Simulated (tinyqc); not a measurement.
Inside a calculation. Method: coupled-perturbed Hartree-Fock on RHF in the 6-31g basis, for H2, spin multiplicity 1. Computed by tinyqc, a small Python program that keeps every step (integrals from PySCF). Settings: charge = 0, multiplicity = 1, basis = 6-31g, method = RHF, energy threshold = 1e-10, iteration cap = 53, orthogonalisation = symmetric, start = atomic densities, DIIS depth = 6. Command: `OMP_NUM_THREADS=1 python tinyqc.py 26614 26615 out.jsonl` (the two numbers bound the seeds that draw the settings). One thread of a shared host (Intel(R) Xeon(R) Processor @ 2.60GHz), about 0.1 s of CPU time with the checks. The early iterations of the SCF are left out here.

## One-electron integrals

Geometry (angstrom):
```
atom        x        y        z
H     0.00000  0.00000  0.00000
H     0.00000  0.00000  1.05700
```

Basis 6-31g: exponents (1/bohr^2) and contraction coefficients of normalised primitives:
```
element  l (shell)  exponent  coefficient
H            s (1)  18.73114      0.03349
H            s (1)   2.82539      0.23473
H            s (1)   0.64012      0.81376
H            s (2)   0.16128      1.00000
```

Overlap, kinetic and nuclear-attraction integrals over the contracted functions; the nuclear repulsion is the sum of Za Zb / Rab.

nuclear repulsion = 0.5006407 hartree

overlap S:
```
         1H 1s    1H 2s    2H 1s    2H 2s
1H 1s  1.00000  0.65829  0.21842  0.38969
1H 2s  0.65829  1.00000  0.38969  0.72489
2H 1s  0.21842  0.38969  1.00000  0.65829
2H 2s  0.38969  0.72489  0.65829  1.00000
```

kinetic energy T (hartree):
```
         1H 1s    1H 2s    2H 1s    2H 2s
1H 1s  1.39568  0.25974  0.00308  0.09973
1H 2s  0.25974  0.24192  0.09973  0.13775
2H 1s  0.00308  0.09973  1.39568  0.25974
2H 2s  0.09973  0.13775  0.25974  0.24192
```

nuclear attraction V (hartree):
```
          1H 1s     1H 2s     2H 1s     2H 2s
1H 1s  -2.15341  -1.06853  -0.41381  -0.65081
1H 2s  -1.06853  -1.08710  -0.65081  -0.83838
2H 1s  -0.41381  -0.65081  -2.15341  -1.06853
2H 2s  -0.65081  -0.83838  -1.06853  -1.08710
```

core Hamiltonian H = T + V (hartree):
```
          1H 1s     1H 2s     2H 1s     2H 2s
1H 1s  -0.75773  -0.80880  -0.41073  -0.55108
1H 2s  -0.80880  -0.84518  -0.55108  -0.70063
2H 1s  -0.41073  -0.55108  -0.75773  -0.80880
2H 2s  -0.55108  -0.70063  -0.80880  -0.84518
```

## Two-electron integrals

Functions are numbered as in S; the eight-fold symmetry (ij|kl) = (ji|kl) = (kl|ij) leaves the list below.

Two-electron integrals (ij|kl) in chemists' order, unique and non-zero (hartree):
```
(11|11) 1.07657   (21|11) 0.57847   (21|21) 0.32942   (22|11) 0.58740
(22|21) 0.36130   (22|22) 0.45315   (31|11) 0.17304   (31|21) 0.10141
(31|22) 0.11575   (31|31) 0.04417   (32|11) 0.21885   (32|21) 0.13700
(32|22) 0.17598   (32|31) 0.06548   (32|32) 0.11435   (33|11) 0.49414
(33|21) 0.31811   (33|22) 0.42957   (33|31) 0.17304   (33|32) 0.33229
(33|33) 1.07657   (41|11) 0.33229   (41|21) 0.19055   (41|22) 0.21129
(41|31) 0.06548   (41|32) 0.09114   (41|33) 0.21885   (41|41) 0.11435
(42|11) 0.39025   (42|21) 0.24261   (42|22) 0.31169   (42|31) 0.09110
(42|32) 0.14992   (42|33) 0.39025   (42|41) 0.14992   (42|42) 0.23812
(43|11) 0.31811   (43|21) 0.20329   (43|22) 0.27352   (43|31) 0.10141
(43|32) 0.19055   (43|33) 0.57847   (43|41) 0.13700   (43|42) 0.24261
(43|43) 0.32942   (44|11) 0.42957   (44|21) 0.27352   (44|22) 0.37217
(44|31) 0.11575   (44|32) 0.21129   (44|33) 0.58740   (44|41) 0.17598
(44|42) 0.31169   (44|43) 0.36130   (44|44) 0.45315
```

## Orthogonalisation

S = U s U^T; symmetric (Loewdin) form X = U s^(-1/2) U^T, so that X^T S X = 1.

eigenvalues of S: 0.15919  0.39351  0.89750  2.54981

X:
```
          1H 1s     1H 2s     2H 1s     2H 2s
1H 1s   1.25360  -0.49910  -0.02974   0.02870
1H 2s  -0.49910   1.63754   0.02870  -0.64102
2H 1s  -0.02974   0.02870   1.25360  -0.49910
2H 2s   0.02870  -0.64102  -0.49910   1.63754
```

## Iteration 5 (converged): orbitals

converged F (hartree):
```
          1H 1s     1H 2s     2H 1s     2H 2s
1H 1s   0.10319  -0.41702  -0.38837  -0.40134
1H 2s  -0.41702  -0.30534  -0.40134  -0.35595
2H 1s  -0.38837  -0.40134   0.10319  -0.41702
2H 2s  -0.40134  -0.35595  -0.41702  -0.30534
```

Diagonalise F' = X^T F X, C = X C', fill 1 alpha and 1 beta electrons from the bottom; D = 2 C_occ C_occ^T. Each column has its largest component positive (the first on a tie).

F' = X^T F X (hartree):
```
          1         2         3         4
1   0.60686  -0.57452  -0.23806  -0.13048
2  -0.57452   0.24243  -0.13048  -0.19499
3  -0.23806  -0.13048   0.60686  -0.57452
4  -0.13048  -0.19499  -0.57452   0.24243
```

orbital energies (hartree): MO1 -0.51495, MO2 0.15262, MO3 0.93119, MO4 1.12972

coefficients C:
```
           MO1       MO2       MO3       MO4
1H 1s  0.27965   0.17578   0.88394  -0.96533
1H 2s  0.34342   1.15471  -0.69945   1.18401
2H 1s  0.27965  -0.17578   0.88394   0.96533
2H 2s  0.34342  -1.15471  -0.69945  -1.18401
```

D after iteration 5:
```
         1H 1s    1H 2s    2H 1s    2H 2s
1H 1s  0.15641  0.19207  0.15641  0.19207
1H 2s  0.19207  0.23587  0.19207  0.23587
2H 1s  0.15641  0.19207  0.15641  0.19207
2H 2s  0.19207  0.23587  0.19207  0.23587
```

## Convergence

Stop when the energy changes by less than 1e-10 hartree and every element of the error matrix X^T (F D S - S D F) X is below 3e-06.

Course of the cycle:
```
iteration  E (hartree)     change  largest element of the error matrix
1           -0.7411009          -                             1.04e-01
2           -1.0838680  -3.43e-01                             1.12e-02
3           -1.0840640  -1.96e-04                             2.19e-03
4           -1.0840718  -7.84e-06                             2.19e-07
5           -1.0840718  -6.66e-14                             8.41e-08
```

PySCF RHF in the same basis = -1.0840718 hartree

Converged in 5 iterations.

## Integrals over molecular orbitals

(pq|rs) = sum C_ip C_jq C_kr C_ls (ij|kl), one index at a time.

one-electron integrals over orbitals h = C^T H C (hartree):
```
          1         2         3        4
1  -1.06976   0.00000  -0.12867  0.00000
2   0.00000  -0.61616   0.00000  0.18976
3  -0.12867   0.00000   0.02463  0.00000
4   0.00000   0.18976   0.00000  0.12621
```

Two-electron integrals over orbitals (pq|rs), unique and non-zero (hartree):
```
(11|11) 0.55480    (21|21) 0.11172    (22|11) 0.44025    (22|22) 0.40325
(31|11) 0.12867    (31|22) 0.07056    (31|31) 0.09143    (32|21) 0.01557
(32|32) 0.03916    (33|11) 0.49900    (33|22) 0.40567    (33|31) 0.11803
(33|33) 0.47450    (41|21) -0.07994   (41|32) -0.05231   (41|41) 0.10597
(42|11) -0.13485   (42|22) -0.07474   (42|31) -0.08104   (42|33) -0.12087
(42|42) 0.08354    (43|21) -0.12481   (43|32) -0.04401   (43|41) 0.12413
(43|43) 0.17912    (44|11) 0.55474    (44|22) 0.44767    (44|31) 0.16464
(44|33) 0.52713    (44|42) -0.16004   (44|44) 0.61325
```

## Response to a field: uncoupled start

dipole integrals <a|z|i> (bohr):
```
          i1
a2  -1.26585
a3   0.00000
a4   0.05159
```

Field along z; U_ai = -mu_ai / (e_a - e_i), alpha = -4 sum U_ai mu_ai.

uncoupled U:
```
          i1
a2   1.89619
a3   0.00000
a4  -0.03137
```

uncoupled polarisability = 9.60766 bohr^3

## Coupled step 1

U_ai = -(mu_ai + sum_bj [4 (ai|bj) - (ab|ij) - (aj|bi)] U_bj) / (e_a - e_i); alpha = -4 sum U_ai mu_ai.

U after step 1:
```
         i1
a2  2.18976
a3  0.00000
a4  0.08513
```

polarisability = 11.07011 bohr^3

## Coupled step 2

As before.

U after step 2:
```
         i1
a2  2.25430
a3  0.00000
a4  0.12064
```

polarisability = 11.38954 bohr^3

## Coupled polarisability

Repeat until U stops changing; compare with -d2E/dF2.

Course of the coupled iterations:
```
step  alpha (bohr^3)
0            9.60766
1           11.07011
2           11.38954
3           11.46735
4           11.48677
5           11.49164
6           11.49286
7           11.49317
8           11.49324
9           11.49326
10          11.49327
11          11.49327
12          11.49327
13          11.49327
14          11.49327
```

coupled polarisability = 11.49327 bohr^3

finite-field check, fields of +/-0.001 au = 11.49323 bohr^3
